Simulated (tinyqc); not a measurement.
Resistance of a source-drain extension with a graded tip: two steps of the calculation.

y runs along the channel, the gate covers y > 0. The doping is N0 for y < y0 and N0 10^(-(y - y0)/la) beyond, uniform over the depth xj. Sheet conductance s(y) = q mu(N) max(N - Nch, 0) xj + (for y > 0) ma Cox Vo, with mu(N) = u0 + (u1 - u0)/(1 + (N/Nr)^au) and Cox = eps0 eox/tox. Current is taken as one-dimensional; depletion of the tip, spreading and the contact are left out. The metallurgical junction lies at yj, where N = Nch.

Values chosen for this exercise; mobility law close to that of holes in silicon: relative permittivity of the gate insulator (close to silicon dioxide) eox = 3.9; insulator thickness tox = 1.6 nm; active doping of the extension far from the gate N0 = 5.9e19 cm^-3; lateral abruptness la = 4.8 nm/decade; position under the gate where the fall begins (gate edge at 0) y0 = 0.3 nm; depth of the extension xj = 27 nm; channel doping Nch = 1.3e18 cm^-3; gate overdrive Vo = 0.83 V; mobility of the gate-induced layer ma = 72 cm^2/(V s); mobility at low doping u1 = 470.5 cm^2/(V s); mobility at high doping u0 = 44.9 cm^2/(V s); reference doping Nr = 2.23e17 cm^-3; exponent au = 0.719; gate length Lg = 45 nm.

Constants: q = 1.602176634e-19 C, eps0 = 8.8541878128e-14 F/cm where lengths are in cm. Results are converted to the units shown.

Question 1. Sheet resistances and junction position. yj = y0 + la log10(N0/Nch); sheet resistance of the full extension 1/[q mu(N0)(N0 - Nch) xj] and of the gate-induced layer 1/(ma Cox Vo); metallurgical length Lg - 2 yj; ye is where the doped and the gate-induced conductances are equal.

Give: yj; sheet resistance of the extension; sheet resistance of the induced layer; metallurgical length; ye; N at ye.

Answer 1.

yj = 8.2532 nm
sheet resistance of the extension = 763.48 ohm/square
sheet resistance of the induced layer = 7753.5 ohm/square
metallurgical length = 28.494 nm
ye = 5.5737 nm
N at ye = 4.7007e18 cm^-3

The gate takes over 2.68 nm before the junction, where N is still 3.62 times the channel doping.

Question 2. Resistance of the overlapped part. Midpoint rule on 11 equal steps from 0 to yj: R_ov = sum h/s(y), per width.

Wanted: y; N; doped conductance; sheet resistance; R_ov.

Answer 2.

```
point   y (nm)  N (cm^-3)  doped conductance (uS)  sheet resistance (ohm/square)
0      0.37514  5.6911e19                  1267.1                         716.31
1       1.1254  3.9709e19                  912.36                         960.30
2       1.8757  2.7706e19                  660.01                         1267.5
3       2.6260  1.9332e19                  479.21                         1644.2
4       3.3763  1.3488e19                  348.38                         2094.9
5       4.1266  9.4113e18                  252.40                         2622.1
6       4.8769  6.5666e18                  180.60                         3230.2
7       5.6272  4.5817e18                  125.47                         3930.1
8       6.3774  3.1968e18                  81.709                         4746.5
9       7.1277  2.2305e18                  45.543                         5730.1
10      7.8780  1.5563e18                  14.336                         6977.8
```

R_ov = 25.450 ohm um

tinyqc, about 0.04 s, one thread, Intel Xeon 2.30GHz (shared host): `OMP_NUM_THREADS=1 python tinyqc.py 2282239 2282240 out.jsonl`
